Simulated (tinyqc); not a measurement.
# Changing the temperature T

Model: equilibrium and kinetic segregation of a solute to boundaries and growing surfaces. Computed by tinyqc, a small Python program. Command: `OMP_NUM_THREADS=1 python tinyqc.py 3014431 3014432 out.jsonl segreg sweep`. One thread of a shared host (Intel(R) Xeon(R) Processor @ 2.30GHz), about 0.01 s of CPU time with the checks.

Inputs (values chosen for the exercise, modelled on phosphorus in polycrystalline silicon): segregation energy Q = 0.415 eV; total solute fraction x0 = 0.00058; grain size d = 580 nm; boundary thickness delta = 0.54 nm; atomic volume Omega = 20.02 angstrom^3; clean boundary energy gamma_0 = 0.66 J/m^2.

Isotherm: Langmuir-McLean.

Constants: k_B = 8.617333262e-05 eV/K; 1 eV/angstrom^2 = 16.02176634 J/m^2.

Method:
- With theta the solute fraction on boundary sites and x that in the grains, theta/(1 - theta) = [x/(1 - x)] exp[Q/(k_B T)].
- The coverage theta_inf is that for x = x0.
- Finite grains: boundary sites are the fraction f = 3 delta/d, and x0 = (1 - f) x + f theta; solve both equations for theta; share at boundaries = f theta/x0.
- Gibbs adsorption for this isotherm in a dilute matrix: gamma = gamma_0 + Gam_0 [k_B T ln(1 - theta)], Gam_0 = delta/Omega sites per area.

One run for each value; columns: (1) temperature T (K); (2) coverage theta; (3) fraction x left in the grains; (4) share of solute at boundaries (%); (5) coverage theta_inf; (6) boundary energy gamma (J/m^2):
```
(1)       (2)         (3)     (4)      (5)      (6)
600   0.18175  7.2561e-05  87.524  0.63981  0.61518
678   0.15414  1.4988e-04  74.231  0.41366  0.61773
756   0.12242  2.3874e-04  58.954  0.25318  0.62323
833   0.09376  3.1902e-04  45.151  0.15835  0.62946
911   0.07056  3.8399e-04  33.979  0.10289  0.63518
1070  0.04049  4.6821e-04  19.500  0.04969  0.64353
1140  0.03246  4.9070e-04  15.632  0.03815  0.64599
1220  0.02573  5.0956e-04  12.391  0.02919  0.64816
1300  0.02083  5.2328e-04  10.031  0.02304  0.64981
```

Give the missing row, temperature T (K) = 989.

Computed row; columns: (1) temperature T (K); (2) coverage theta; (3) fraction x left in the grains; (4) share of solute at boundaries (%); (5) coverage theta_inf; (6) boundary energy gamma (J/m^2):
```
(1)      (2)         (3)     (4)      (5)      (6)
989  0.05332  4.3227e-04  25.679  0.07028  0.63982
```

Interpolating between the two neighbouring rows (linearly) misses most in coverage theta_inf, by 9.3 %. Over the rows, coverage theta falls from 0.182 to 0.0208 (exponent d ln y / d ln x -1.3 between the first rows and -3.3 between the last); fraction x left in the grains rises from 7.26e-5 to 5.23e-4 (exponent d ln y / d ln x 5.9 between the first rows and 0.42 between the last); share of solute at boundaries (%) falls from 87.5 to 10.0 (exponent d ln y / d ln x -1.3 between the first rows and -3.3 between the last). -k_B d ln(x)/d(1/T) between the first rows is 0.33 eV against Q = 0.415 eV: the boundaries give solute back to the grains on heating.
